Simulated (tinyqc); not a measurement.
One-electron ion in a basis of Gaussians, step by step. Computed by tinyqc, a small Python program that keeps every step. Settings: Z = 2, l = 0. Command: `OMP_NUM_THREADS=1 python tinyqc.py 26703 26704 out.jsonl` (the two numbers bound the seeds that draw the settings). One thread of a shared host (Intel(R) Xeon(R) Processor @ 2.60GHz), about 0.01 s of CPU time with the checks.

## Matrices over normalised Gaussians

exponents of r^l exp(-a r^2) (1/bohr^2): 0.282000  1.106000

Z = 2

l = 0

With p = a_i + a_j and I(k) = Gamma((k+1)/2) / (2 p^((k+1)/2)): S = I(2l+2), T = (2l+3) a_i a_j S / p, V = -Z I(2l+1), each divided by sqrt(S_ii S_jj).

S:
```
          1         2
1  1.000000  0.721878
2  0.721878  1.000000
```

T (hartree):
```
          1         2
1  0.423000  0.486631
2  0.486631  1.659000
```

V (hartree):
```
           1          2
1  -1.694824  -1.919304
2  -1.919304  -3.356430
```

## Generalised eigenproblem

H = T + V (hartree):
```
           1          2
1  -1.271824  -1.432673
2  -1.432673  -1.697430
```

Solve H C = S C e through S^(-1/2); each column has its largest component positive (the first on a tie).

eigenvalues of S: 0.278122  1.721878

eigenvalues (hartree): -1.754571  -0.126488

coefficients:
```
          1          2
1  0.270717   1.419460
2  0.786870  -1.212019
```

For Z = 2 and l = 0 the exact lowest level is -Z^2/(2 n^2) with n = l + 1: -2.000000 hartree.
